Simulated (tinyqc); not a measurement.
Inside a calculation. Model: random telegraph noise from one oxide trap in a small MOSFET.

tinyqc, about 0.01 s, one thread, Intel Xeon 2.30GHz (shared host): `OMP_NUM_THREADS=1 python tinyqc.py 2710127 2710128 out.jsonl` Printed values are rounded.

An acceptor-like trap exchanges electrons with the channel. Inversion charge Q = Cox u, u = n Vt W0(exp((Vg - VT)/(n Vt))), W0 the Lambert function, n = nf, Cox = eps0 eox/tox; linear regime Id = (W/L) mu Q Vd. Relative to threshold the surface potential rises by Vt ln(u/u0) and the oxide voltage by the rest of Vg - VT, with u0 = n Vt W0(1).

Inputs (values chosen for the exercise); values of the order met in silicon transistors:
```
symbol    value        unit                                                                 meaning
T           350           K                                                             temperature
eox        7.41              relative permittivity of the gate insulator (close to silicon nitride)
tox         5.7          nm                                                     insulator thickness
xt          2.8          nm                            depth of the trap from the channel interface
E0         0.28          eV                   trap level above the channel Fermi level at threshold
s0        3e-15        cm^2                                                       capture prefactor
EB         0.48          eV                                    capture barrier (lattice relaxation)
lt         0.15          nm                                                 tunnelling decay length
vth         2e7        cm/s                                                        thermal velocity
zi          1.7          nm                                        thickness of the inversion layer
VT         0.53           V                                                       threshold voltage
nf         1.39                                                                         body factor
W           140          nm                                                              gate width
L           120          nm                                                             gate length
mu          370  cm^2/(V s)                                                                mobility
asc     2.2e-16         V s                              scattering coefficient of the charged trap
Vd         0.05           V                                                           drain voltage
Vg         1.06           V                                                            gate voltage
```

Constants: q = 1.602176634e-19 C, kB = 1.380649e-23 J/K, Vt = kB T/q, eps0 = 8.8541878128e-14 F/cm where lengths are in cm. Results are converted to the units shown.

Range of the model: VT is taken as given; short-channel effects and the uneven flow of current among few electrons are left out.

## Trap level, time constants and occupancy

N = Cox u/q; dpsi = Vt ln(u/u0); E = E0 - dpsi - (xt/tox)(Vg - VT - dpsi); capture time tc = 1/[(N/zi) vth s0 exp(-xt/lt - EB/Vt)]; emission time te = tc exp(-E/Vt); occupancy te/(tc + te).

u = 0.4321917 V
N = 3.104975e12 cm^-2
dpsi = 0.08747107 V
E = -0.02485370 eV
tc = 952.2821 s
te = 2170.917 s
occupancy = 0.6950940

The trap lies 0.82 Vt below the Fermi level, so it is filled 69.5 % of the time.

## Step height

A = W L; threshold step dV = q (1 - xt/tox)/(Cox A); gm/Id = 1/(u + n Vt); relative step dI/I = (gm/Id) dV + asc mu/A. Id as defined.

electrons in the channel N A = 521.6359
dV = 0.4215336 mV
gm/Id = 2.109193 1/V
number part of dI/I = 0.08890955 %
dI/I = 0.1373619 %
Id = 10.73710 uA
dI = 14.74869 nA

## Lorentzian spectrum

Spectrum S(f) = 4 dI^2/{(tc + te)[(1/tc + 1/te)^2 + (2 pi f)^2]}; corner fc = (1/tc + 1/te)/(2 pi); variance dI^2 tc te/(tc + te)^2. Give S at f = 0, at fc and at 10 fc.

fc = 2.404423e-4 Hz
S(0) = 1.220634e-13 A^2/Hz
S(fc) = 6.103172e-14 A^2/Hz
S(10 fc) = 1.208549e-15 A^2/Hz
rms current = 6.789819 nA

The rms value is 0.460 of the step; it reaches its largest share, 1/2, when tc = te.
